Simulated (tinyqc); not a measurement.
# Joule-heated wire on a substrate, fin equation: several studies

A wire of length L loses heat along itself to two contacts and sideways to the substrate: kap A theta'' - g theta + p = 0 with theta = T - T0 and p = p0. The ends are held at T0. Constant conductivity, diffusive heat flow.

Inputs (values chosen for the exercise): conductivity along the wire kap = 96 W/(m K); cross-section A = 1900 nm^2; conductance per length to the substrate g = 3 W/(m K); length between the contacts L = 1400 nm; thermal resistance of each contact Rc = 0 K/uW; heating per length p0 = 0.16 uW/nm.

Each table varies one quantity; the others keep the values above.

## Effect of the cross-section

The equation is solved on 800 equal steps and the peak is the largest node value. LH = sqrt(kap A/g); the share is the integral of g theta over that of p.

Effect of the cross-section:
```
A (nm^2),LH (nm),L/LH,peak theta (K),peak/(p0/g),share to the substrate (%)
240,87.64,15.98,53.30,0.9993,87.48
480,123.9,11.30,52.96,0.9930,82.29
950,174.4,8.030,51.41,0.9639,75.11
1900,246.6,5.678,47.12,0.8834,65.01
3800,348.7,4.015,39.26,0.7361,51.95
7600,493.2,2.839,28.96,0.5430,37.34
15000,692.8,2.021,19.04,0.3571,24.19
```

Read the table: what changes, and by how much?

As A goes from 240 to 15000 nm^2, the peak theta falls from 53.3 to 19.0 K and the share of heat to the substrate falls from 87.5 to 24.2 %; L/LH goes from 16 to 2.0. Where L/LH is smallest the peak reaches 0.36 of p0/g, where it is largest 1.0: contacts cool the wire only within a few healing lengths.

## Effect of the conductance per length to the substrate

Same model as above.

Results:
```
g (W/(m K)),LH (nm),L/LH,peak theta (K),peak/(p0/g),share to the substrate (%)
0.3,779.7,1.795,160.6,0.3011,20.33
0.65,529.7,2.643,123.6,0.5019,34.38
3,246.6,5.678,47.12,0.8834,65.01
6.5,167.5,8.357,23.86,0.9694,76.08
14,114.1,12.27,11.38,0.9957,83.69
30,77.97,17.95,5.332,0.9997,88.86
```

Estimate the missing row, g = 1.4 W/(m K).

Computed row:
```
g (W/(m K)),LH (nm),L/LH,peak theta (K),peak/(p0/g),share to the substrate (%)
1.4,361.0,3.879,82.08,0.7182,50.52
```

With this row back in the table: As g goes from 0.3 to 30 W/(m K), the peak theta falls from 161 to 5.33 K and the share of heat to the substrate rises from 20.3 to 88.9 %; L/LH goes from 1.8 to 18. Where L/LH is smallest the peak reaches 0.30 of p0/g, where it is largest 1.0: contacts cool the wire only within a few healing lengths.

## Effect of the length between the contacts

Same model as above.

The same in every row: LH (nm) = 246.6.

Result of one run:
```
L (nm),L/LH,peak theta (K),peak/(p0/g),share to the substrate (%)
830,3.366,34.18,0.6408,44.55
```

What becomes of these results when the length between the contacts L is changed from 830 to 200 nm, all else the same?

Result of the changed run:
```
L (nm),L/LH,peak theta (K),peak/(p0/g),share to the substrate (%)
200,0.8111,4.104,0.07695,5.144
```

The whole series:
```
L (nm),L/LH,peak theta (K),peak/(p0/g),share to the substrate (%)
120,0.4867,1.541,0.02889,1.928
200,0.8111,4.104,0.07695,5.144
320,1.298,9.546,0.1790,12.02
510,2.068,19.67,0.3687,25.00
830,3.366,34.18,0.6408,44.55
1300,5.272,45.73,0.8575,62.45
2100,8.517,51.82,0.9717,76.53
3500,14.19,53.25,0.9983,85.91
```

As L goes from 120 to 3500 nm, the peak theta rises from 1.54 to 53.2 K and the share of heat to the substrate rises from 1.93 to 85.9 %; L/LH goes from 0.49 to 14. Where L/LH is smallest the peak reaches 0.029 of p0/g, where it is largest 1.0: contacts cool the wire only within a few healing lengths.

Computed by the program tinyqc: `OMP_NUM_THREADS=1 python tinyqc.py 2520118 2520119 out.jsonl`, one thread of a shared Intel Xeon 2.30GHz, about 0.01 s for the whole run.
